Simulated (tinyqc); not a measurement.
# Undoped symmetric double-gate MOSFET, analytic potential model: what changes with what

An undoped body of thickness ts between two equal insulators and tied gates; long channel, electrons only, n = ni exp((psi - V)/Vt) with V the quasi-Fermi potential (0 at the source, Vd at the drain), constant mobility, no quantisation. Across the body psi(x) = V - 2 Vt ln[(ts/(2 beta)) sqrt(q ni/(2 eps0 eps_r Vt)) cos(2 beta x/ts)], x from the centre. Q is the electron charge per area of the whole body.

Inputs (values chosen for the exercise); material values those of a made-up semiconductor:
- T = 400 K (temperature)
- Eg = 0.515 eV (band gap)
- eps_r = 13.8 (relative permittivity of the semiconductor)
- Nc = 1.68e19 cm^-3 (conduction-band density of states at T)
- Nv = 8.62e18 cm^-3 (valence-band density of states at T)
- eox = 3.98 (relative permittivity of the gate insulator)
- tox = 1.6 nm (insulator thickness)
- ts = 25 nm (body thickness)
- dphi = 0.08 V (gate work function less that of the intrinsic body)
- mu = 170 cm^2/(V s) (channel mobility)
- L = 1 um (gate length)
- Vd = 0.8 V (drain voltage)

Constants: q = 1.602176634e-19 C, kB = 1.380649e-23 J/K, Vt = kB T/q, eps0 = 8.8541878128e-14 F/cm where lengths are in cm. Results are converted to the units shown.

Each table varies one quantity; the others keep the values above.

## Effect of the insulator thickness

ni = sqrt(Nc Nv) exp(-Eg/(2 Vt)), Eg in volts; r = eps_r tox/(eox ts); V0 = dphi + 2 Vt ln[(2/ts) sqrt(2 eps0 eps_r Vt/(q ni))]. beta (between 0 and pi/2) solves (Vg - V0 - V)/(2 Vt) = ln(beta) - ln(cos beta) + 2 r beta tan(beta). Q = 8 eps0 eps_r Vt beta tan(beta)/ts; I = mu (1/L)(4 eps0 eps_r/ts)(2 Vt)^2 [g(beta_s) - g(beta_d)] per width, g = beta tan(beta) - beta^2/2 + r beta^2 tan^2(beta), with beta_s at V = 0 and beta_d at V = Vd.  I(low) is taken at Vg = -0.04 V, Qs and I(high) at Vg = 0.71 V.

The same in every row: V0 (V) = 0.2142.

Result of one run:

| tox (nm) | I(low) (nA/um) | Qs(high) (nC/cm^2) | I(high) (uA/um) |
|---|---|---|---|
| 1.1 | 0.4949 | 1986 | 73.90 |

What becomes of these results when the insulator thickness tox is changed from 1.1 to 0.77 nm, all else the same?

Result of the changed run:

| tox (nm) | I(low) (nA/um) | Qs(high) (nC/cm^2) | I(high) (uA/um) |
|---|---|---|---|
| 0.77 | 0.4949 | 2655 | 94.84 |

The whole series:

| tox (nm) | I(low) (nA/um) | Qs(high) (nC/cm^2) | I(high) (uA/um) |
|---|---|---|---|
| 0.53 | 0.4949 | 3584 | 122.3 |
| 0.77 | 0.4949 | 2655 | 94.84 |
| 1.1 | 0.4949 | 1986 | 73.90 |
| 1.6 | 0.4948 | 1458 | 56.48 |
| 2.3 | 0.4947 | 1077 | 43.26 |
| 3.3 | 0.4947 | 794.0 | 32.97 |
| 4.8 | 0.4945 | 576.5 | 24.70 |

As tox goes from 0.53 to 4.8 nm, I(low) stays near 0.495 nA/um and I(high) falls from 122 to 24.7 uA/um. On average I(low) is independent of tox and I(high) goes as tox^(-0.73). Below threshold no voltage drops over the insulator in this long-channel model, so its thickness does not matter there. In every row the surface density at the source at the higher gate voltage passes 0.3 Nc, where Boltzmann statistics fail.

## Effect of the body thickness

Same model as above.

Result of one run:

| ts (nm) | V0 (V) | I(low) (nA/um) | Qs(high) (nC/cm^2) | I(high) (uA/um) |
|---|---|---|---|---|
| 8.3 | 0.29022 | 0.16434 | 1446.1 | 53.660 |

What becomes of these results when the body thickness ts is changed from 8.3 to 12 nm, all else the same?

Result of the changed run:

| ts (nm) | V0 (V) | I(low) (nA/um) | Qs(high) (nC/cm^2) | I(high) (uA/um) |
|---|---|---|---|---|
| 12 | 0.26480 | 0.23758 | 1452.4 | 54.858 |

The whole series:

| ts (nm) | V0 (V) | I(low) (nA/um) | Qs(high) (nC/cm^2) | I(high) (uA/um) |
|---|---|---|---|---|
| 8.3 | 0.29022 | 0.16434 | 1446.1 | 53.660 |
| 12 | 0.26480 | 0.23758 | 1452.4 | 54.858 |
| 16 | 0.24497 | 0.31675 | 1455.5 | 55.605 |
| 23 | 0.21995 | 0.45525 | 1457.8 | 56.342 |
| 32 | 0.19719 | 0.63322 | 1459.0 | 56.847 |
| 45 | 0.17368 | 0.89004 | 1459.6 | 57.237 |
| 62 | 0.15159 | 1.2253 | 1460.0 | 57.509 |

As ts goes from 8.3 to 62 nm, I(low) rises from 0.164 to 1.23 nA/um and I(high) rises from 53.7 to 57.5 uA/um. On average I(low) goes as ts^(1.00) and I(high) goes as ts^(0.03). Below threshold the charge is proportional to the cross-section of the body; above it the insulator sets the charge. In every row the surface density at the source at the higher gate voltage passes 0.3 Nc, where Boltzmann statistics fail.

Program tinyqc, `OMP_NUM_THREADS=1 python tinyqc.py 2440039 2440040 out.jsonl`; Intel Xeon 2.30GHz, shared host, one thread, about 0.01 s.
